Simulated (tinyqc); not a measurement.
Depletion depth for a wanted scale length.

Inverse problem. A single-gate structure has eps_r tan(pi ti/Lambda) + ei tan(pi ts/Lambda) = 0 for its lowest mode, with both thicknesses below Lambda. Find ts.

Parameters, values chosen for the exercise; permittivities: semiconductor close to that of germanium, insulator close to that of silicon dioxide: relative permittivity of the semiconductor eps_r = 16; relative permittivity of the insulator ei = 3.89; insulator thickness ti = 2.5 nm.

Lambda = 27.721405 nm

Solution. The condition is explicit in ts: an arctangent, taken between 0 and pi.

ts = 20.00 nm

Computed by the program tinyqc: `OMP_NUM_THREADS=1 python tinyqc.py 2420087 2420088 out.jsonl`, one thread of a shared Intel Xeon 2.30GHz, about 0.01 s for the whole run.
